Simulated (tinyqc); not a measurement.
MOS inversion layer, Poisson-Schroedinger loop: two steps of the calculation.

Electrons confined at an insulator interface at z = 0, treated as a hard wall; parabolic valleys, Hartree approximation, no image or exchange terms. The depletion charge lies far deeper than the electrons and gives a uniform field q Nd/(eps0 eps_r); the gate balances all charge. Energies are counted from the band edge at the interface.

Inputs (values chosen for the exercise); masses and permittivity close to those of silicon (100):
- eps_r = 11.7 (relative permittivity)
- mz1 = 0.925 m0 (mass along z of valley set A (2 valley(s)))
- mz2 = 0.191 m0 (mass along z of valley set B (4 valley(s)))
- Ns = 1.3e13 cm^-2 (sheet density of electrons)
- dE = 0.08 eV (extra shift of set B (strain))
- hz = 0.62 nm (mesh step)
- a = 0.3 (mixing factor)

Constants: q = 1.602176634e-19 C, hbar = 1.054571817e-34 J s, m0 = 9.1093837015e-31 kg, eps0 = 8.8541878128e-14 F/cm where lengths are in cm, hbar^2/(2 m0) = 0.0380998212 eV nm^2. Results are converted to the units shown.

Question 1. Levels and probability densities. Tridiagonal Hamiltonian with psi = 0 one step beyond both ends: H_ii = C (1/m_(i-1/2) + 1/m_(i+1/2))/hz^2 + V0_i + U_i (+ dE for the set B), H_(i,i+1) = -C/(m_(i+1/2) hz^2), C = hbar^2/(2 m0). The lowest 2 level(s) of each valley set are kept, normalised to hz sum |psi|^2 = 1. The mass is the same on all intervals.

```
node	fixed potential V0 (eV)	self-consistent potential U at the start (eV)
1	0.00843821	0
2	0.01687641	0
3	0.02531462	0
4	0.03375283	0
5	0.04219103	0
6	0.05062924	0
7	0.05906745	0
8	0.06750565	0
9	0.07594386	0
10	0.08438207	0
11	0.09282027	0
12	0.10125848	0
13	0.10969669	0
14	0.11813489	0
15	0.12657310	0
16	0.13501131	0
17	0.14344952	0
18	0.15188772	0
19	0.16032593	0
```

Wanted: levels; |psi|^2 of A1; |psi|^2 of A2; |psi|^2 of B1; |psi|^2 of B2.

Answer 1.

levels (eV): A1 0.0457, A2 0.0794, B1 0.1577, B2 0.2176

```
node	|psi|^2 of A1 (1/nm)	|psi|^2 of A2 (1/nm)	|psi|^2 of B1 (1/nm)	|psi|^2 of B2 (1/nm)
1	0.1179	0.1109	0.0256	0.0283
2	0.3217	0.1984	0.0893	0.0868
3	0.4078	0.0886	0.1620	0.1242
4	0.3463	0.0000	0.2168	0.1116
5	0.2235	0.0890	0.2393	0.0619
6	0.1166	0.2425	0.2298	0.0139
7	0.0511	0.3072	0.1976	0.0011
8	0.0192	0.2608	0.1550	0.0320
9	0.0063	0.1682	0.1123	0.0902
10	0.0019	0.0878	0.0758	0.1492
11	0.0005	0.0384	0.0481	0.1871
12	0.0001	0.0145	0.0287	0.1950
13	0.0000	0.0048	0.0162	0.1760
14	0.0000	0.0014	0.0087	0.1406
15	0.0000	0.0004	0.0044	0.1001
16	0.0000	0.0001	0.0021	0.0630
17	0.0000	0.0000	0.0009	0.0340
18	0.0000	0.0000	0.0003	0.0144
19	0.0000	0.0000	0.0001	0.0034
```

Question 2. Density, output potential and mixing. n_i = sum_k N_k |psi_k|^2 (converted to cm^-3). Hartree part by Gauss: on the interval before node i the electrons still beyond are S_i = Ns - hz sum_(j<i) n_j, and U_i = U_(i-1) + q S_i hz/(eps0 eps_r) in eV, U_0 = 0 at the interface. Mixing: U(new) = U + a (U(out) - U).

```
node	z (nm)	self-consistent potential U at the start (eV)	|psi|^2 of A1 (1/nm)	|psi|^2 of A2 (1/nm)	|psi|^2 of B1 (1/nm)	|psi|^2 of B2 (1/nm)
1	0.62	0	0.11785756	0.11090127	0.02563260	0.02831283
2	1.24	0	0.32174861	0.19835034	0.08930113	0.08681546
3	1.86	0	0.40778162	0.08860622	0.16203407	0.12423822
4	2.48	0	0.34626997	0.00000015	0.21677981	0.11157646
5	3.1	0	0.22345824	0.08897513	0.23933831	0.06186962
6	3.72	0	0.11662667	0.24254088	0.22979224	0.01385462
7	4.34	0	0.05108238	0.30720226	0.19757906	0.00109254
8	4.96	0	0.01924345	0.26075975	0.15497285	0.03197308
9	5.58	0	0.00634562	0.16822678	0.11228889	0.09024691
10	6.2	0	0.00185617	0.08777960	0.07583808	0.14923899
11	6.82	0	0.00048669	0.03843950	0.04805831	0.18713785
12	7.44	0	0.00011536	0.01447792	0.02871066	0.19495567
13	8.06	0	0.00002489	0.00477317	0.01621878	0.17602480
14	8.68	0	0.00000492	0.00139577	0.00867037	0.14062675
15	9.3	0	0.00000089	0.00036569	0.00437334	0.10009607
16	9.92	0	0.00000015	0.00008645	0.00205891	0.06301576
17	10.54	0	0.00000002	0.00001844	0.00087794	0.03401192
18	11.16	0	0.00000000	0.00000345	0.00031113	0.01437438
19	11.78	0	0.00000000	0.00000045	0.00006673	0.00344129
```

N_k (cm^-2): A1 6.7790774e12, A2 3.5889508e12, B1 2.2252013e12, B2 4.0677047e11

Give: n; U(out); U after round 1.

Answer 2.

```
node	n (1e19 cm^-3)	U(out) (eV)	U after round 1 (eV)
1	1.266	0.1247	0.0374
2	3.127	0.2418	0.0725
3	3.493	0.3403	0.1021
4	2.875	0.4181	0.1254
5	2.392	0.4788	0.1436
6	2.178	0.5252	0.1576
7	1.889	0.5587	0.1676
8	1.424	0.5810	0.1743
9	0.933	0.5948	0.1785
10	0.557	0.6031	0.1809
11	0.324	0.6081	0.1824
12	0.196	0.6111	0.1833
13	0.125	0.6129	0.1839
14	0.082	0.6141	0.1842
15	0.052	0.6147	0.1844
16	0.031	0.6150	0.1845
17	0.016	0.6152	0.1845
18	0.007	0.6152	0.1846
19	0.002	0.6152	0.1846
```

Computed by the program tinyqc: `OMP_NUM_THREADS=1 python tinyqc.py 2160017 2160018 out.jsonl`, one thread of a shared Intel Xeon 2.30GHz, about 0.9 s for the whole run.
